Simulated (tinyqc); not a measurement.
# Nanowire ballistic transistor, top-of-the-barrier model: what changes with what

At the top of the source barrier, states moving towards the drain are filled by the source (Fermi level 0) and states moving back by the drain (Fermi level -q Vd); nothing scatters. U is the shift of the band edge there, set by the capacitances CG, CD and CS (the total) and by the charge. Parabolic one-dimensional subband; the source is grounded.

Values chosen for this exercise; mass and valleys close to those of gallium nitride:
```
symbol  value  unit                                                                 meaning
T         300     K                                                             temperature
m        0.21    m0                                                          effective mass
gv          1                                                             valley degeneracy
eox       7.5                                   relative permittivity of the gate insulator
tox       1.7    nm                                                     insulator thickness
d           3    nm                                                           wire diameter
aG       0.79                                                            gate control CG/CS
aD       0.02                                                           drain control CD/CS
E0       0.28    eV  band edge at the barrier top above the source Fermi level at zero bias
Vd       0.05     V                                                           drain voltage
```

Constants: q = 1.602176634e-19 C, kB = 1.380649e-23 J/K, hbar = 1.054571817e-34 J s, h = 6.62607015e-34 J s, m0 = 9.1093837015e-31 kg, Vt = kB T/q, eps0 = 8.8541878128e-14 F/cm where lengths are in cm. Results are converted to the units shown.

Each table varies one quantity; the others keep the values above.

## Effect of the band edge at the barrier top above the source Fermi level at zero bias

N0 = gv sqrt(2 m kB T/pi)/hbar, CG = 2 pi eps0 eox/ln(1 + 2 tox/d), CS = CG/aG, n0 = n at U = 0 and Vd = 0. eta1 = -(E0 + U)/Vt, eta2 = eta1 - Vd/Vt, n = (N0/2)[F_(-1/2)(eta1) + F_(-1/2)(eta2)], F_(-1/2)(x) = (1/sqrt(pi)) int_0^infinity u^(-1/2)/(1 + exp(u - x)) du. U = UL + q (n - n0)/CS with UL = -(aG Vg + aD Vd), energies in eV. I = gv (2 q^2/h) Vt [ln(1 + exp eta1) - ln(1 + exp eta2)]. CQ = (q/Vt) dn/d(eta1).

In this table Vg = 0.7 V, Vd = 0.7 V.

Results:
```
E0 (eV)    eta1  n (cm^-1)  I (uA)  mean velocity I/(q n) (cm/s)    CQ/CS
0.1      14.100   4.5024e6  28.244                      3.9153e7  0.14318
0.15     12.387   4.2171e6  24.811                      3.6721e7  0.15309
0.2      10.713   3.9181e6  21.460                      3.4185e7  0.16515
0.3      7.4385   3.2501e6  14.901                      2.8616e7  0.20139
0.35     5.8472   2.8645e6  11.718                      2.5532e7  0.23162
0.4      4.3039   2.4250e6  8.6477                      2.2258e7  0.27871
0.45     2.8297   1.9076e6  5.7830                      1.8921e7  0.34986
```

Estimate the missing row, E0 = 0.25 eV.

Computed row:
```
E0 (eV)    eta1  n (cm^-1)  I (uA)  mean velocity I/(q n) (cm/s)    CQ/CS
0.25     9.0633   3.5980e6  18.154                      3.1493e7  0.18057
```

With this row back in the table: As E0 goes from 0.1 to 0.45 eV, n falls from 4.50e6 to 1.91e6 cm^-1, the mean velocity falls from 3.92e7 to 1.89e7 cm/s and the current falls from 28.2 to 5.78 uA. CQ/CS goes from 0.14 to 0.35.

## Transfer curve

Same model as above.

CQ = (q/Vt) dn/d(eta1).

Transfer curve:
```
Vg (V)     eta1  n (cm^-1)    I (uA)  mean velocity I/(q n) (cm/s)     CQ/CS
0        -10.79      25.06  3.523e-5                       8.775e6  2.228e-5
0.11     -7.431      721.7  0.001015                       8.775e6  6.414e-4
0.22     -4.087    2.024e4   0.02849                       8.783e6   0.01781
0.34    -0.7902    4.363e5    0.6222                       8.901e6    0.3108
0.45      1.412    1.741e6     2.332                       8.361e6    0.7111
0.56      3.323    3.372e6     3.499                       6.476e6    0.7424
0.67      5.358    4.864e6     3.819                       4.901e6    0.5621
0.79      7.826    6.213e6     3.869                       3.887e6    0.4263
0.9       10.25    7.272e6     3.874                       3.325e6    0.3584
```

The current rises from 3.52e-5 to 3.87 uA. Between the first two rows the swing is 75.4 mV a decade, against Vt ln 10/aG = 75.3. CQ/CS goes from 2.2e-5 to 0.36, so a volt on the gate moves the band edge by 0.79 eV in the first row and 0.58 eV in the last. The mean velocity goes from 8.77e6 through a maximum of 8.90e6 (at Vg = 0.34 V among the rows listed) to 3.32e6 cm/s.

## Effect of the drain control CD/CS

Same model as above.

CQ = (q/Vt) dn/d(eta1). E0 is held fixed.

In this table Vg = 0.7 V, Vd = 0.7 V.

Results:
```
aD     eta1  n (cm^-1)  I (uA)  mean velocity I/(q n) (cm/s)   CQ/CS
0     7.632    3.294e6   15.29                       2.897e7  0.1985
0.02  8.085    3.393e6   16.20                       2.979e7  0.1922
0.04  8.540    3.490e6   17.11                       3.059e7  0.1865
0.06  8.998    3.585e6   18.02                       3.138e7  0.1813
0.1   9.918    3.767e6   19.87                       3.291e7  0.1720
0.12  10.38    3.856e6   20.79                       3.366e7  0.1679
0.14  10.85    3.943e6   21.72                       3.439e7  0.1641
```

Estimate the missing row, aD = 0.08.

Computed row:
```
aD     eta1  n (cm^-1)  I (uA)  mean velocity I/(q n) (cm/s)   CQ/CS
0.08  9.457    3.677e6   18.94                       3.215e7  0.1765
```

With this row back in the table: As aD goes from 0 to 0.14, n rises from 3.29e6 to 3.94e6 cm^-1, the mean velocity rises from 2.90e7 to 3.44e7 cm/s and the current rises from 15.3 to 21.7 uA. CQ/CS goes from 0.20 to 0.16.

Computed by the program tinyqc: `OMP_NUM_THREADS=1 python tinyqc.py 2400136 2400137 out.jsonl`, one thread of a shared Intel Xeon 2.30GHz, about 0.05 s for the whole run.
